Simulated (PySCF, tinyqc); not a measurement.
Worked calculation: CIS and TDHF on RHF in the sto-3g basis, for H3-, spin multiplicity 1. The basis has no diffuse functions, so it cannot describe the extra electron: this is an exercise in the method, not the real anion. The lowest restricted solution is unstable here: a spin-polarised one lies 0.0943 hartree lower (PySCF). One step of it, computed by the program tinyqc.

Problem. CIS singlet states. Diagonalise A (1 hartree = 27.211386 eV); each vector has its largest component positive (the first on a tie). The transition dipole is mu = sqrt2 sum c_ia <i|r|a>.

CIS matrix A, singlet (hartree):
```
,1>3,2>3
1>3,0.824803,-0.070695
2>3,-0.070695,-0.045918
```

dipole integrals <i|r|a> (bohr):
```
,x,y,z
1>3,0.000000,-0.009403,-0.973577
2>3,0.000000,-0.015700,0.358596
```

Give: singlet excitation energies; lowest vectors; oscillator strengths 2/3 w |mu|^2.

Solution.

singlet excitation energies (eV): -1.4047  22.5992

lowest vectors:
```
,state 1,state 2
1>3,0.0804,0.9968
2>3,0.9968,-0.0804
```

oscillator strengths 2/3 w |mu|^2: -0.0054  1.1058

A negative triplet energy shows that the restricted solution is unstable towards a spin-polarised one.
